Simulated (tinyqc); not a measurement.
Length of a polyene: Hueckel, PPP and singles CI along the polyenes. Computed by the program tinyqc. Hueckel uses the same beta without repulsion; CIS keeps all single excitations and so misses the low, doubly excited 2Ag state. W is the valence ionisation energy of a centre, MN the Mataga-Nishimoto formula, f the oscillator strength.

All-trans chains of carbon centres 1.40 angstrom apart:
```
parameter                               value
beta (eV), times 1 +/- alternation  -2.310000
alternation                          0.050000
W (eV)                              11.160000
gamma_rr (eV)                       10.120000
repulsion formula                          MN
```

Gaps and excitations (eV):
```
centres  Hueckel gap  PPP orbital gap  bright singlet (CIS)       f  lowest triplet (CIS)
2             4.8510           9.9521                7.3605  0.6311                2.3415
4             3.1298           7.6815                5.2264  1.0301                1.4772
6             2.3454           6.5400                4.2150  1.4523                1.0870
8             1.9016           5.8544                3.6168  1.8519                0.8744
10            1.6173           5.3999                3.2208  2.2270                0.7445
```

What does the comparison show, and why?

The Hueckel gap tends to 4 x alternation x |beta| = 0.46 eV for long chains. Exchange opens the PPP orbital gap, and the attraction of electron and hole brings the bright state 2.18 eV below it at 10 centres; the triplet lies 2.48 eV lower still.
